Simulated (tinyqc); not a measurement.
Worked calculation: tight binding, honeycomb lattice. One step of it, computed by the program tinyqc.

Task: Levels at k. Diagonalise the Hermitian matrix.

H(k) at k (eV):
```
                     A                    B
A             1.360000  -1.600459+1.178466i
B  -1.600459-1.178466i            -1.360000
```

Give: eigenvalues; weights |c|^2 of the basis functions.

Result:

eigenvalues (eV): -2.408  2.408

weights |c|^2 of the basis functions:
```
   band 1  band 2
A   0.218   0.782
B   0.782   0.218
```
